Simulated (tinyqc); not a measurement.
Inside a calculation. Method: UHF in the sto-3g basis, for H3, spin multiplicity 2. Computed by tinyqc, a small Python program that keeps every step (integrals from PySCF). Settings: charge = 0, multiplicity = 2, basis = sto-3g, energy threshold = 1e-10, iteration cap = 74, orthogonalisation = symmetric, start = core, DIIS depth = 8, DIIS from iteration = 3, shift = 0.2, method = UHF. Command: `OMP_NUM_THREADS=1 python tinyqc.py 25352 25353 out.jsonl` (the two numbers bound the seeds that draw the settings). One thread of a shared host (Intel(R) Xeon(R) Processor @ 2.60GHz), about 0.1 s of CPU time with the checks. Later iterations appear only in the table of the cycle.

## One-electron integrals

Geometry (angstrom):

| atom | x | y | z |
|---|---|---|---|
| H | 0.000000 | 0.000000 | 0.000000 |
| H | 0.000000 | 0.000000 | 1.531000 |
| H | 0.000000 | 0.000000 | -1.531000 |

Basis sto-3g: exponents (1/bohr^2) and contraction coefficients of normalised primitives:

| element | l (shell) | exponent | coefficient |
|---|---|---|---|
| H | s (1) | 3.425251 | 0.154329 |
| H | s (1) | 0.623914 | 0.535328 |
| H | s (1) | 0.168855 | 0.444635 |

Overlap, kinetic and nuclear-attraction integrals over the contracted functions; the nuclear repulsion is the sum of Za Zb / Rab.

nuclear repulsion = 0.86410387 hartree

overlap S, lower triangle:
```
          1H 1s     2H 1s     3H 1s
1H 1s  1.000000
2H 1s  0.245591  1.000000
3H 1s  0.245591  0.016007  1.000000
```

kinetic energy T (hartree), lower triangle:
```
          1H 1s      2H 1s     3H 1s
1H 1s  0.760032
2H 1s  0.007137   0.760032
3H 1s  0.007137  -0.006116  0.760032
```

nuclear attraction V (hartree), lower triangle:
```
           1H 1s      2H 1s      3H 1s
1H 1s  -1.915449
2H 1s  -0.372844  -1.743852
3H 1s  -0.372844  -0.022315  -1.743852
```

core Hamiltonian H = T + V (hartree), lower triangle:
```
           1H 1s      2H 1s      3H 1s
1H 1s  -1.155418
2H 1s  -0.365707  -0.983820
3H 1s  -0.365707  -0.028431  -0.983820
```

## Two-electron integrals

Functions are numbered as in S; the eight-fold symmetry (ij|kl) = (ji|kl) = (kl|ij) leaves the list below.

Two-electron integrals (ij|kl) in chemists' order, unique and non-zero (hartree):
```
(11|11) 0.774606   (21|11) 0.130529   (21|21) 0.034002   (22|11) 0.339480
(22|21) 0.130529   (22|22) 0.774606   (31|11) 0.130529   (31|21) 0.021101
(31|22) 0.057690   (31|31) 0.034002   (32|11) 0.008708   (32|21) 0.001782
(32|22) 0.005637   (32|31) 0.001782   (32|32) 0.000118   (33|11) 0.339480
(33|21) 0.057690   (33|22) 0.172813   (33|31) 0.130529   (33|32) 0.005637
(33|33) 0.774606
```

## Orthogonalisation

S = U s U^T; symmetric (Loewdin) form X = U s^(-1/2) U^T, so that X^T S X = 1.

eigenvalues of S: 0.660593  0.983993  1.355414

X, lower triangle:
```
           1H 1s     2H 1s     3H 1s
1H 1s   1.048931
2H 1s  -0.131282  1.024237
3H 1s  -0.131282  0.016136  1.024237
```

## Starting guess

The start is the orbitals of the core Hamiltonian; D(s) = C_occ C_occ^T for each spin.

D(alpha) at the start, lower triangle:
```
          1H 1s      2H 1s     3H 1s
1H 1s  0.641638
2H 1s  0.215325   0.580394
3H 1s  0.215325  -0.435874  0.580394
```

D(beta) at the start, lower triangle:
```
          1H 1s     2H 1s     3H 1s
1H 1s  0.641638
2H 1s  0.215325  0.072260
3H 1s  0.215325  0.072260  0.072260
```

## Iteration 1: building the Fock matrix

J_ij = sum D_kl (ij|kl) with D = D(alpha) + D(beta), K_ij = sum D_kl (ik|jl) for each spin; F = H + J - K(s); E = tr D H + tr D J / 2 - 0.5 sum_s tr D(s) K(s) + E_nn.

Coulomb J (hartree), lower triangle:
```
          1H 1s     2H 1s     3H 1s
1H 1s  1.655676
2H 1s  0.336511  1.211998
3H 1s  0.336511  0.021516  1.211998
```

exchange K(alpha) (hartree), lower triangle:
```
          1H 1s      2H 1s     3H 1s
1H 1s  0.630515
2H 1s  0.221461   0.523528
3H 1s  0.221461  -0.029682  0.523528
```

exchange K(beta) (hartree), lower triangle:
```
          1H 1s     2H 1s     3H 1s
1H 1s  0.617404
2H 1s  0.184449  0.135593
3H 1s  0.184449  0.052462  0.135593
```

F(alpha) (hartree), lower triangle:
```
           1H 1s      2H 1s      3H 1s
1H 1s  -0.130256
2H 1s  -0.250658  -0.295350
3H 1s  -0.250658   0.022767  -0.295350
```

F(beta) (hartree), lower triangle:
```
           1H 1s      2H 1s     3H 1s
1H 1s  -0.117146
2H 1s  -0.213646   0.092585
3H 1s  -0.213646  -0.059377  0.092585
```

total energy of this density = -1.28226396 hartree

## Iteration 1: diagonalisation and new density

A level shift of 0.2 hartree raises the virtual space: F + shift (S - S D(s) S), with D(s) the density of one spin. Diagonalise F' = X^T F X, C = X C', fill 2 alpha and 1 beta electrons from the bottom; D(s) = C_occ C_occ^T. Each column has its largest component positive (the first on a tie).

F' = X^T F X (alpha) (hartree), lower triangle:
```
           1          2          3
1   0.039032
2  -0.289676  -0.169777
3  -0.289676   0.153515  -0.169777
```

orbital energies (alpha) (hartree): MO1 -0.399211, MO2 -0.323292, MO3 0.421981

coefficients C (alpha):
```
            MO1        MO2        MO3
1H 1s  0.580671   0.000000   0.893055
2H 1s  0.447764   0.712835  -0.598274
3H 1s  0.447764  -0.712835  -0.598274
```

F' = X^T F X (beta) (hartree), lower triangle:
```
           1          2         3
1   0.043610
2  -0.291581   0.324693
3  -0.291581  -0.029741  0.324693
```

orbital energies (beta) (hartree): MO1 -0.261802, MO2 0.354434, MO3 0.600364

coefficients C (beta):
```
            MO1        MO2        MO3
1H 1s  0.732412   0.000000   0.773497
2H 1s  0.332350   0.712835  -0.669304
3H 1s  0.332350  -0.712835  -0.669304
```

D(alpha) after iteration 1, lower triangle:
```
          1H 1s      2H 1s     3H 1s
1H 1s  0.337178
2H 1s  0.260003   0.708626
3H 1s  0.260003  -0.307642  0.708626
```

D(beta) after iteration 1, lower triangle:
```
          1H 1s     2H 1s     3H 1s
1H 1s  0.536427
2H 1s  0.243417  0.110456
3H 1s  0.243417  0.110456  0.110456
```

## Iteration 2: building the Fock matrix

As before.

Coulomb J (hartree), lower triangle:
```
          1H 1s     2H 1s     3H 1s
1H 1s  1.492234
2H 1s  0.322974  1.259870
3H 1s  0.322974  0.020383  1.259870
```

exchange K(alpha) (hartree), lower triangle:
```
          1H 1s      2H 1s     3H 1s
1H 1s  0.432137
2H 1s  0.224331   0.625789
3H 1s  0.224331  -0.007171  0.625789
```

exchange K(beta) (hartree), lower triangle:
```
          1H 1s     2H 1s     3H 1s
1H 1s  0.554784
2H 1s  0.189371  0.169471
3H 1s  0.189371  0.060619  0.169471
```

F(alpha) (hartree), lower triangle:
```
           1H 1s      2H 1s      3H 1s
1H 1s  -0.095321
2H 1s  -0.267064  -0.349739
3H 1s  -0.267064  -0.000877  -0.349739
```

F(beta) (hartree), lower triangle:
```
           1H 1s      2H 1s     3H 1s
1H 1s  -0.217968
2H 1s  -0.232103   0.106578
3H 1s  -0.232103  -0.068667  0.106578
```

total energy of this density = -1.37879822 hartree

## Iteration 2: diagonalisation and new density

As before.

F' = X^T F X (alpha) (hartree), lower triangle:
```
           1          2          3
1   0.136875
2  -0.310183  -0.249075
3  -0.310183   0.105462  -0.249075
```

orbital energies (alpha) (hartree): MO1 -0.463908, MO2 -0.354537, MO3 0.457169

coefficients C (alpha):
```
            MO1        MO2        MO3
1H 1s  0.468604   0.000000   0.956627
2H 1s  0.516719   0.712835  -0.539838
3H 1s  0.516719  -0.712835  -0.539838
```

F' = X^T F X (beta) (hartree), lower triangle:
```
           1          2         3
1  -0.039818
2  -0.304092   0.333787
3  -0.304092  -0.044309  0.333787
```

orbital energies (beta) (hartree): MO1 -0.335662, MO2 0.378097, MO3 0.585322

coefficients C (beta):
```
            MO1        MO2        MO3
1H 1s  0.758964   0.000000   0.747462
2H 1s  0.308786   0.712835  -0.680496
3H 1s  0.308786  -0.712835  -0.680496
```

D(alpha) after iteration 2, lower triangle:
```
          1H 1s      2H 1s     3H 1s
1H 1s  0.219589
2H 1s  0.242136   0.775132
3H 1s  0.242136  -0.241136  0.775132
```

D(beta) after iteration 2, lower triangle:
```
          1H 1s     2H 1s     3H 1s
1H 1s  0.576026
2H 1s  0.234357  0.095349
3H 1s  0.234357  0.095349  0.095349
```

## Iteration 3: building the Fock matrix

As before.

Coulomb J (hartree), lower triangle:
```
          1H 1s     2H 1s     3H 1s
1H 1s  1.453556
2H 1s  0.319684  1.272533
3H 1s  0.319684  0.020103  1.272533
```

exchange K(alpha) (hartree), lower triangle:
```
          1H 1s     2H 1s     3H 1s
1H 1s  0.339053
2H 1s  0.214532  0.669336
3H 1s  0.214532  0.000473  0.669336
```

exchange K(beta) (hartree), lower triangle:
```
          1H 1s     2H 1s     3H 1s
1H 1s  0.579062
2H 1s  0.187988  0.156545
3H 1s  0.187988  0.057594  0.156545
```

F(alpha) (hartree), lower triangle:
```
           1H 1s      2H 1s      3H 1s
1H 1s  -0.040915
2H 1s  -0.260554  -0.380624
3H 1s  -0.260554  -0.008801  -0.380624
```

F(beta) (hartree), lower triangle:
```
           1H 1s      2H 1s     3H 1s
1H 1s  -0.280924
2H 1s  -0.234011   0.132167
3H 1s  -0.234011  -0.065922  0.132167
```

total energy of this density = -1.40415708 hartree

## Iteration 3: diagonalisation and new density

As before.

F' = X^T F X (alpha) (hartree), lower triangle:
```
           1          2          3
1   0.215531
2  -0.301849  -0.294445
3  -0.301849   0.083427  -0.294445
```

orbital energies (alpha) (hartree): MO1 -0.474935, MO2 -0.377872, MO3 0.479447

coefficients C (alpha):
```
            MO1        MO2        MO3
1H 1s  0.393676   0.000000   0.989821
2H 1s  0.556690   0.712835  -0.498518
3H 1s  0.556690  -0.712835  -0.498518
```

F' = X^T F X (beta) (hartree), lower triangle:
```
           1          2         3
1  -0.113661
2  -0.299837   0.363466
3  -0.299837  -0.037845  0.363466
```

orbital energies (beta) (hartree): MO1 -0.371563, MO2 0.401311, MO3 0.583522

coefficients C (beta):
```
            MO1        MO2        MO3
1H 1s  0.799711   0.000000   0.703696
2H 1s  0.270114   0.712835  -0.696751
3H 1s  0.270114  -0.712835  -0.696751
```

D(alpha) after iteration 3, lower triangle:
```
          1H 1s      2H 1s     3H 1s
1H 1s  0.154981
2H 1s  0.219155   0.818038
3H 1s  0.219155  -0.198230  0.818038
```

D(beta) after iteration 3, lower triangle:
```
          1H 1s     2H 1s     3H 1s
1H 1s  0.639537
2H 1s  0.216013  0.072962
3H 1s  0.216013  0.072962  0.072962
```

## Iteration 15 (converged): orbitals

converged F(alpha) (hartree), lower triangle:
```
           1H 1s      2H 1s      3H 1s
1H 1s   0.130861
2H 1s  -0.221014  -0.447068
3H 1s  -0.221014  -0.017907  -0.447068
```

converged F(beta) (hartree), lower triangle:
```
           1H 1s      2H 1s     3H 1s
1H 1s  -0.421186
2H 1s  -0.212334   0.217667
3H 1s  -0.212334  -0.045479  0.217667
```

Diagonalise F' = X^T F X, C = X C', fill 2 alpha and 1 beta electrons from the bottom; D(s) = C_occ C_occ^T. Each column has its largest component positive (the first on a tie).

F' = X^T F X (alpha) (hartree), lower triangle:
```
           1          2          3
1   0.249692
2  -0.203320  -0.407082
3  -0.203320   0.029061  -0.407082
```

orbital energies (alpha) (hartree): MO1 -0.489821, MO2 -0.436142, MO3 0.361493

coefficients C (alpha):
```
            MO1        MO2        MO3
1H 1s  0.207081   0.000000   1.044913
2H 1s  0.638075   0.712835  -0.388952
3H 1s  0.638075  -0.712835  -0.388952
```

F' = X^T F X (beta) (hartree), lower triangle:
```
           1         2         3
1  -0.340519
2  -0.204553  0.277643
3  -0.204553  0.010216  0.277643
```

orbital energies (beta) (hartree): MO1 -0.453411, MO2 0.267427, MO3 0.400751

coefficients C (beta):
```
            MO1        MO2        MO3
1H 1s  0.909662   0.000000  -0.554293
2H 1s  0.145147   0.712835   0.733046
3H 1s  0.145147  -0.712835   0.733046
```

D(alpha) after iteration 15, lower triangle:
```
          1H 1s      2H 1s     3H 1s
1H 1s  0.042883
2H 1s  0.132133   0.915274
3H 1s  0.132133  -0.100994  0.915274
```

D(beta) after iteration 15, lower triangle:
```
          1H 1s     2H 1s     3H 1s
1H 1s  0.827484
2H 1s  0.132035  0.021068
3H 1s  0.132035  0.021068  0.021068
```

## Convergence

Stop when the energy changes by less than 1e-10 hartree and every element of the error matrix X^T (F D S - S D F) X (for each spin) is below 3e-06.

Course of the cycle:

| iteration | E (hartree) | change | largest element of the error matrix |
|---|---|---|---|
| 1 | -1.28226396 | - | 1.52e-01 |
| 2 | -1.37879822 | -9.65e-02 | 7.81e-02 |
| 3 | -1.40415708 | -2.54e-02 | 5.17e-02 |
| 4 | -1.41988550 | -1.57e-02 | 3.88e-02 |
| 5 | -1.44048081 | -2.06e-02 | 2.82e-03 |
| 6 | -1.44053363 | -5.28e-05 | 7.75e-04 |
| 7 | -1.44053707 | -3.44e-06 | 2.99e-04 |
| 8 | -1.44053746 | -3.88e-07 | 1.67e-04 |
| 9 | -1.44053754 | -8.42e-08 | 1.19e-04 |
| 10 | -1.44053757 | -3.09e-08 | 9.51e-05 |
| 11 | -1.44053759 | -1.57e-08 | 8.01e-05 |
| 12 | -1.44053762 | -3.50e-08 | 2.36e-05 |
| 13 | -1.44053763 | -3.77e-09 | 4.74e-06 |
| 14 | -1.44053763 | -1.60e-10 | 8.82e-07 |
| 15 | -1.44053763 | -5.51e-12 | 1.57e-07 |

PySCF UHF in the same basis, after a stability check = -1.44053763 hartree

Converged in 15 iterations.

## Populations, bond orders and dipole

Mulliken: Z minus the diagonal of D S on the atom; Loewdin: the same with S^(1/2) D S^(1/2); Mayer order: 2 sum_s sum (D(s) S)_ij (D(s) S)_ji over the two atoms.

Charges (e):

| atom | Mulliken | Loewdin | Mulliken spin |
|---|---|---|---|
| 1H | -0.000122 | 0.000840 | -0.784553 |
| 2H | 0.000061 | -0.000420 | 0.892276 |
| 3H | 0.000061 | -0.000420 | 0.892276 |

Mayer bond orders:

| pair | order |
|---|---|
| 2-1 | 0.192238 |
| 3-1 | 0.192238 |
| 3-2 | 0.011604 |

dipole moment about the origin, x y z (debye): 0.000000  0.000000  0.000000

<S^2> of the determinant (pure state: 0.75) = 1.292442
